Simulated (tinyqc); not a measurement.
Series resistance and length offset from two lengths at two overdrives.

Question. In strong inversion R W = Rsd + k(x)(L - dL), k(x) = (1 + th1 x)/(mu0 Cox x), x the overdrive, Cox = eps0 eox/tox, with Rsd and dL independent of x. Find dL, Rsd, mu0 and th1.

Inputs (values chosen for the exercise): relative permittivity of the gate insulator (close to hafnium oxide) eox = 22.2; insulator thickness tox = 3.9 nm.

Constants: eps0 = 8.8541878128e-14 F/cm where lengths are in cm. Results are converted to the units shown.

total resistance times width (ohm um):
```
                  L = 0.062 um  L = 0.34 um
overdrive 0.5 V     539.289128   1441.51473
overdrive 1.16 V    465.105402   919.003268
```

Answer. At each overdrive R W is a straight line in L; the two lines cross at L = dL, R W = Rsd. Their slopes give k x = (1 + th1 x)/(mu0 Cox), a straight line in x.

dL = 0.01600 um
Rsd = 390.0 ohm um
mu0 = 140.0 cm^2/(V s)
th1 = 0.2900 1/V

Program tinyqc, `OMP_NUM_THREADS=1 python tinyqc.py 2210034 2210035 out.jsonl`; Intel Xeon 2.30GHz, shared host, one thread, about 0.01 s.
